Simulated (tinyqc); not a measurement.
Slow cooling against a quench: self-consistent Fermi level with native defects, at growth and after a quench. Computed by tinyqc, a small Python program. Command: `OMP_NUM_THREADS=1 python tinyqc.py 3015719 3015720 out.jsonl scfermi walk`. One thread of a shared host (Intel(R) Xeon(R) Processor @ 2.30GHz), about 0.05 s of CPU time with the checks.

Energies are counted from the top of the valence band (VBM); when the gap shrinks with temperature the conduction band moves and the levels stay. The added dopant is taken as fully ionised. D and A draw on one reservoir with opposite signs, as the two vacancies of a compound do.

Inputs (values chosen for the exercise, with bands modelled on CdTe): gap E_g at 300 K = 1.53 eV; slope -dE_g/dT above 300 K = 0.00024 eV/K; electron mass m_e = 0.0929 m_0; valleys M_c = 1; hole mass m_h = 0.621 m_0; E_f of the neutral native donor D = 1.981 eV; E_f of the neutral native acceptor A = 1.212 eV; shift s of the chemical potential = 0.28 eV; site density N_s = 3.8e+22 cm^-3; dopant density N_X = 9.1e+17 cm^-3; growth temperature T_g = 1080 K; temperature of use T = 200 K.

Added shallow dopant: donor.

levels of D above the VBM, most positive state first (eV): [1.11, 1.11]

levels of A above the VBM, (0/-1) first (eV): [0.6]

Constants: m_0 = 9.1093837015e-31 kg; k_B = 1.380649e-23 J/K; h = 6.62607015e-34 J s; k_B = 8.617333262e-05 eV/K.

Method:
- E_f(D, 0) = input + s and E_f(A, 0) = input - s; E_f(q, E_F = 0) follows from the levels, eps(q/q-1) = E_f(q - 1) - E_f(q) at E_F = 0.
- E_g(T) = E_g - slope x max(0, T - 300 K).
- N_c = 2 M_c (2 pi m_e k_B T/h^2)^(3/2) and N_v = 2 (2 pi m_h k_B T/h^2)^(3/2), masses in units of m_0.
- At growth T = T_g.
- n = N_c F_1/2((E_F - E_g)/k_B T), p = N_v F_1/2(-E_F/k_B T).
- F_1/2(eta) = (2/sqrt(pi)) int_0^infinity sqrt(x)/(1 + exp(x - eta)) dx, by the trapezoid rule in t = sqrt(x) with step 0.02 up to t = 12 (for eta < -12 by exp(eta) - exp(2 eta)/2^(3/2)).
- In equilibrium c_q = N_s exp(-(E_f(q, 0) + q E_F)/k_B T).
- Net charge = p - n + sum q c_q + N_X; the log ratio is ln(positive charge/negative charge).
- E_F is the root of the log ratio, by 50 bisections between -0.5 eV and E_g + 0.5 eV.
- After a quench the totals of D and A stay as grown, and each is shared among its charge states with weights exp(-(E_f(q, 0) + q E_F)/k_B T).
- Each E_F by bisection; full equilibrium lets the defects form and vanish at every T.

E_f(q, E_F = 0) (eV): D(+2) 0.041, D(+1) 1.151, D(0) 2.261, A(0) 0.932, A(-1) 1.532

total D = 1.06299e+17 cm^-3

total A = 2.99621e+18 cm^-3

Two histories (densities in cm^-3):
```
T (K)  E_F, equilibrium (eV)           n           p  all defects  E_F, frozen (eV)   n, frozen   p, frozen
900                   0.7074  5.8529e+14  6.9743e+15   1.1467e+18           0.56505  9.3356e+13  4.3718e+16
730                   0.8627  3.4378e+14  5.1613e+13   9.2369e+17           0.56827  3.1901e+12  5.5621e+15
550                   1.0277  1.5622e+14  1.1663e+10   9.0995e+17           0.57573  1.1274e+10  1.6162e+14
380                   1.1836  4.6343e+13  3.5132e+03   9.0995e+17           0.58323  5.0534e+05  3.2219e+11
200                   1.3486  1.0402e+13  6.9362e-16   9.0999e+17           0.59117  8.5121e-07  8.4760e+03
```

What does the comparison show, and why?

At 200 K equilibrium would leave 9.10e17 defects per cm^3 against 3.10e18 frozen in, and E_F differs by -0.757 eV. The two histories give opposite carrier types. Real samples lie between, set by the temperature at which diffusion stops.
